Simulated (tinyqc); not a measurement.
# Changing the density-of-states mass of one valley m

Model: scattering rates of a carrier in a spherical band by Fermi's golden rule. Computed by tinyqc, a small Python program. Command: `OMP_NUM_THREADS=1 python tinyqc.py 3014449 3014450 out.jsonl scatter sweep`. One thread of a shared host (Intel(R) Xeon(R) Processor @ 2.30GHz), about 0.01 s of CPU time with the checks.

All processes here are isotropic or elastic, and the rate listed is the momentum relaxation rate.

Inputs (values chosen for the exercise, modelled on electrons in germanium): non-parabolicity alpha = 0.7 1/eV; static permittivity eps_s = 16; density rho = 5323 kg/m^3; sound velocity v_l = 5280 m/s; acoustic deformation potential D_A = 12 eV; phonon energy hbar w = 31.4 meV; optical or intervalley deformation potential D_o = 5.6 1e8 eV/cm; final valleys Z_f = 3; ionised impurity density N_I = 3.8e+17 1/cm^3; temperature T = 150 K; carrier energy E = 23 meV.

Crystal: non-polar. Band: Kane. Impurity formula: Brooks-Herring. Further scattering: none.

Constants: k_B = 8.617333262e-05 eV/K; eps_0 = 8.8541878128e-12 F/m; k_B = 1.380649e-23 J/K; e = 1.602176634e-19 C; hbar = 1.054571817e-34 J s; m_0 = 9.1093837015e-31 kg; hbar = 6.582119569e-16 eV s.

Method:
- Phonon occupation N_q = 1/(exp(hbar w/(k_B T)) - 1).
- Debye screening by free carriers of density N_I: L_s = sqrt(eps_s eps_0 k_B T/(e^2 N_I)).
- Kane band: hbar^2 k^2/(2 m) = E (1 + alpha E), speed v = hbar k/(m (1 + 2 alpha E)), states per spin, volume and energy g(E) = m k (1 + 2 alpha E)/(2 pi^2 hbar^2); overlap factors are set to 1. Masses are multiplied by m_0 and all formulas are in SI units.
- Acoustic deformation potential (elastic, equipartition, absorption and emission together): 1/tau = 2 pi k_B T D_A^2 g(E)/(hbar rho v_l^2).
- Singly charged impurities, momentum relaxation: 1/tau = N_I e^4 m (1 + 2 alpha E) Phi/(8 pi (eps_s eps_0)^2 hbar^3 k^3), with alpha = 0 for a parabolic band.
- Brooks-Herring: Phi = ln(1 + b) - b/(1 + b), b = 4 k^2 L_s^2.
- Optical or intervalley deformation potential: 1/tau = (pi Z_f D_o^2/(rho w)) [N_q g(E + hbar w) + (N_q + 1) g(E - hbar w)], with g = 0 below the band edge.
- Rates add: 1/tau_m is the sum, and the mean free path is v tau_m.

One run for each value; columns: (1) density-of-states mass of one valley m (m_0); (2) acoustic rate (1/s); (3) ionised-impurity rate (1/s); (4) momentum relaxation time tau_m (fs); (5) mean free path (nm):
```
(1)          (2)        (3)    (4)    (5)
0.073  2.034e+11  3.099e+12  300.0  97.52
0.100  3.260e+11  3.262e+12  274.9  76.36
0.140  5.401e+11  3.356e+12  251.3  59.01
0.190  8.539e+11  3.376e+12  229.4  46.23
0.260  1.367e+12  3.338e+12  203.5  35.06
0.350  2.135e+12  3.258e+12  174.9  25.97
0.480  3.429e+12  3.136e+12  141.1  17.89
0.660  5.528e+12  2.984e+12  106.9  11.56
```

Over the rows, acoustic rate (1/s) rises from 2.03e11 to 5.53e12 (exponent d ln y / d ln x about 1.5 throughout); ionised-impurity rate (1/s) goes from 3.10e12 through a maximum among these rows, 3.38e12 at 0.190, to 2.98e12; momentum relaxation time tau_m (fs) falls from 300 to 107 (exponent d ln y / d ln x -0.28 between the first rows and -0.87 between the last). The exponent of acoustic rate stays at 1.5: g(E) scales as m^(3/2).

Caution (rows 0.0730, 0.100, 0.140, 0.190): the doping exceeds half the effective density of states of one valley, so Debye screening (where used) and free final states are rough assumptions. Caution (rows 0.480, 0.660): k times the effective Bohr radius is below 1, so the Born approximation behind the Brooks-Herring rate is rough.

Extremes, crossings and ranges named in words are read from the listed rows.
